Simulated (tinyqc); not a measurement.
Charge control and current of a heterostructure field-effect transistor: one step, computed by the program tinyqc.

Two subbands in a triangular well; E_F is counted from the conduction band edge of the channel at the interface.

Problem. Saturation current. With V = e n_s/C_g and V_c = v_s L/mu: for v = mu F/(1 + mu F/v_s), V_Dsat = V_c (sqrt(1 + 2V/V_c) - 1) and I/W = C_g v_s (V - V_Dsat); g_m = dI/dV; extrinsic g_m/(1 + g_m R_S); f_T = g_m/(2 pi C_g L).

Inputs (values chosen for the exercise, modelled on AlGaN/GaN):

| quantity | value | unit |
|---|---|---|
| mobility mu | 2100 | cm^2/(V s) |
| saturation velocity v_s | 1.5 | 1e7 cm/s |
| gate length L | 1700 | nm |
| source resistance R_S | 1 | ohm mm |
| temperature T | 300 | K |

Charge source: polarisation. Velocity law: smooth.

sheet density n_s = 7.201114e+12 1/cm^2

gate capacitance C_g = 0.4270562 microfarad/cm^2

Constants: e = 1.602176634e-19 C.

Give: V; V_c; V_Dsat; saturation current I/W; intrinsic g_m; extrinsic g_m; intrinsic f_T.

Solution.

V = 2.702 V

V_c = 1.214 V

V_Dsat = 1.620 V

saturation current I/W = 692.6 mA/mm

intrinsic g_m = 366.2 mS/mm

extrinsic g_m = 268.0 mS/mm

intrinsic f_T = 8.028 GHz

V/V_c = 2.22: between the square law and full saturation; I is 40 % of e n_s v_s = 1730 mA/mm.
